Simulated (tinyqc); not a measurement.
n-type polysilicon, carrier trapping at grain boundaries: effect of the grain size.

One-dimensional grains of size Lg, uniform ionised doping N, monovalent traps Qt at each boundary at a depth Et below (for electrons) or above (for holes) the band edge there, abrupt depletion of width W on each side of a boundary, Boltzmann statistics. xi is the distance from the band edge at the grain centre to the Fermi level. Trapped charge Qt/(1 + exp((xi + VB - Et)/Vt)) = 2 N W, barrier VB = q N W^2/(2 eps0 eps_r).

If the trap equation with xi = Vt ln(NB/N) has a root W < Lg/2, the grain is partly depleted; otherwise W = Lg/2 and the trap equation gives xi = Et - VB + Vt ln(Qt/(N Lg) - 1). N* = Qt/Lg. n0 = NB exp(-xi/Vt); mean density n0 (1 - 2 W/Lg) by charge balance in a partly depleted grain, and n0 (sqrt(pi)/2) erf(u)/u with u = sqrt(VB/Vt) in a fully depleted one; v = sqrt(kB T/(2 pi ms m0)); barrier resistivity Vt exp(VB/Vt)/(q fe n0 v Lg); grain resistivity (1 - 2 W/Lg)/(q n0 mug); effective mobility 1/(q mean density total resistivity). Rows with xi above 0.45 V, towards mid-gap, are left out, since the other carrier type is ignored.

Values chosen for this exercise; values of the order met in polycrystalline silicon:
- T = 350 K (temperature)
- eps_r = 11.7 (relative permittivity)
- NB = 3.53e19 cm^-3 (conduction-band density of states at T)
- Qt = 4e12 cm^-2 (trap density of a grain boundary)
- Et = 0.37 eV (depth of the trap level from the majority band edge at the boundary)
- ms = 0.3 m0 (mass for thermionic emission)
- fe = 1 (correction factor of the emission rate)
- mug = 110 cm^2/(V s) (mobility inside the grains)
- N = 8e17 cm^-3 (doping)

Constants: q = 1.602176634e-19 C, kB = 1.380649e-23 J/K, m0 = 9.1093837015e-31 kg, Vt = kB T/q, eps0 = 8.8541878128e-14 F/cm where lengths are in cm. Results are converted to the units shown.

Result of one run:
```
N/N*   depleted share 2 W/Lg  VB (V)  xi (V)  mean density (cm^-3)  resistivity (ohm cm)  effective mobility (cm^2/(V s))
5.800                 0.1305  0.2215  0.1142              6.956e17                 2.429                            3.693
```

Which grain size Lg gave this result: 31, 160, 290 or 500 nm?

Lg = 290 nm.

The whole series:
columns A: Lg (nm); B: N/N*; C: depleted share 2 W/Lg; D: VB (V); E: xi (V); F: mean density (cm^-3); G: resistivity (ohm cm); H: effective mobility (cm^2/(V s))
```
A         B        C        D       E         F      G      H
10   0.2000    1.000  0.01547  0.3963  5.906e13  855.3  123.6
17   0.3400    1.000  0.04470  0.3453  2.506e14  244.2  102.0
31   0.6200    1.000   0.1486  0.2066  1.490e16  42.27  9.908
53    1.060   0.7141   0.2215  0.1142  2.287e17  12.98  2.103
94    1.880   0.4026   0.2215  0.1142  4.779e17  7.347  1.778
160   3.200   0.2365   0.2215  0.1142  6.108e17  4.346  2.352
290   5.800   0.1305   0.2215  0.1142  6.956e17  2.429  3.693
500   10.00  0.07569   0.2215  0.1142  7.394e17  1.439  5.866
```

As Lg goes from 10 to 500, VB rises from 0.0155 to 0.222 V, the resistivity falls from 855 to 1.44 ohm cm and the effective mobility goes from 124 through a minimum of 1.78 (at Lg = 94 among the rows listed) to 5.87 cm^2/(V s). For Lg = 10 VB is below Vt, where abrupt depletion and thermionic emission are rough. For Lg = 10 the effective mobility exceeds mug, since drift through the depleted part of the grain is left out.

Numbers from tinyqc (`OMP_NUM_THREADS=1 python tinyqc.py 2830314 2830315 out.jsonl`; about 0.01 s on one thread of a shared Intel Xeon 2.30GHz).
